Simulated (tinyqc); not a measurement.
# Hall factor, magnetoresistance and optical conductivity for a power-law relaxation time, step by step

A worked calculation. Computed by tinyqc, a small Python program that keeps every step. Command: `OMP_NUM_THREADS=1 python tinyqc.py 3031658 3031659 out.jsonl magneto walk`. One thread of a shared host (Intel(R) Xeon(R) Processor @ 2.30GHz), about 0.01 s of CPU time with the checks. Intermediate numbers are printed to about 5 digits and carried at full precision; extremes and crossings named in words are read from the listed rows.

One spherical parabolic band, tau(E) = tau_0 x^s with x = E/(k_B T). Landau quantisation is left out.

Inputs (values chosen for the exercise, with a mass close to that of holes in silicon):
```
quantity                         value  unit
effective mass m                   0.4   m_0
exponent s                         1.5     -
tau_0                              260    fs
reduced Fermi level eta             -8     -
temperature T                       77     K
magnetic field B                   1.2     T
frequency f                       0.61   THz
background permittivity eps_inf     15     -
```

Constants: m_0 = 9.1093837015e-31 kg; k_B = 1.380649e-23 J/K; hbar = 1.054571817e-34 J s; e = 1.602176634e-19 C; eps_0 = 8.8541878128e-12 F/m; c = 299792458 m/s.

## Density and moments of tau

<y> = int y x^(3/2) f (1 - f) dx / int x^(3/2) f (1 - f) dx, f = 1/(1 + exp(x - eta)). Integrals over x = E/(k_B T) use 160 Gauss-Legendre points in u = sqrt(x) from 0 to sqrt(max(eta, 0) + 45). n = (2 m k_B T)^(3/2)/(3 pi^2 hbar^3) int x^(3/2) f (1 - f) dx; moments in units of tau_0.

density n = 2.7689e+14 1/cm^3

<tau>/tau_0 = 4.5139

<tau^2>/tau_0^2 = 39.379

<tau^3>/tau_0^3 = 541.68

<1/tau> tau_0 = 0.75209

## Limits

mu = e <tau>/m; weak field r_H = <tau^2>/<tau>^2 and MR = c (mu B)^2, c = <tau^3>/<tau>^3 - r_H^2; strong field r_H = 1 and MR = <tau> <1/tau> - 1.

drift mobility mu = 5160.4 cm^2/(V s)

weak-field Hall factor = 1.9327

coefficient c = 2.1544

saturation MR = 239.48 %

For a classical gas r_H = Gamma(5/2) Gamma(5/2 + 2s)/Gamma(5/2 + s)^2 = 1.9328.

## At the given field

With w_c = e B/m: sigma_xx = (n e^2/m) <tau/(1 + w_c^2 tau^2)>, sigma_xy = (n e^2/m) <w_c tau^2/(1 + w_c^2 tau^2)>; r_H = (n e/B) sigma_xy/(sigma_xx^2 + sigma_xy^2); MR = sigma_0 sigma_xx/(sigma_xx^2 + sigma_xy^2) - 1, sigma_0 = n e^2 <tau>/m.

mu B = 0.61925

sigma_xx = 0.11993 S/cm

|sigma_xy| = 0.092668 S/cm

Hall factor r_H = 1.4914

magnetoresistance MR = 19.525 %

## Field dependence

The formulas are those given above.

Against the field:
```
B (T)        mu B     r_H      MR (%)
0.058  2.9930e-02  1.9243  1.8814e-01
0.19   9.8048e-02  1.8646  1.6979e+00
0.58   2.9930e-01  1.6708  8.8075e+00
1.2    6.1925e-01  1.4914  1.9525e+01
1.9    9.8048e-01  1.3816  2.9437e+01
3.9    2.0126e+00  1.2375  5.0040e+01
7.8    4.0251e+00  1.1379  7.5230e+01
19     9.8048e+00  1.0607  1.1239e+02
78     4.0251e+01  1.0125  1.6868e+02
```

r_H falls from 1.924 to 1.012, so a strong-field measurement gives n directly; half of the fall is done between 0.619 and 0.980 in mu B. MR starts as B^1.85 and reaches 70 % of its saturation value in the last row. It arises only because carriers of different energy have different Hall angles, which one Hall field cannot cancel. Above 23 T hbar w_c exceeds k_B T and mu B exceeds 1, and Landau quantisation replaces this picture.

## Response at frequency f

sigma(w) = (n e^2/m) <tau/(1 - i w tau)>, w = 2 pi f; eps = eps_inf + i sigma/(eps_0 w); N = sqrt(eps); absorption coefficient 2 w Im N/c; reflectivity |(N - 1)/(N + 1)|^2; plasma frequency sqrt(n e^2/(eps_inf eps_0 m))/(2 pi).

sigma(w) = 0.014253+0.040163i S/cm

permittivity = 14.882+0.042i

refractive index = 3.8577+0.0054i

absorption coefficient = 1.3919 1/cm

reflectivity = 0.34607

plasma frequency = 0.060994 THz

w <tau> = 4.50 and f/f_p = 10.0. At high frequency Re sigma is set by <1/tau>, not <tau>, so a Drude formula with the single time <tau> understates it by a factor that tends to 3.39.

Checks made by the program: moments against Gamma(5/2 + k s)/Gamma(5/2) (relative difference 2e-04).
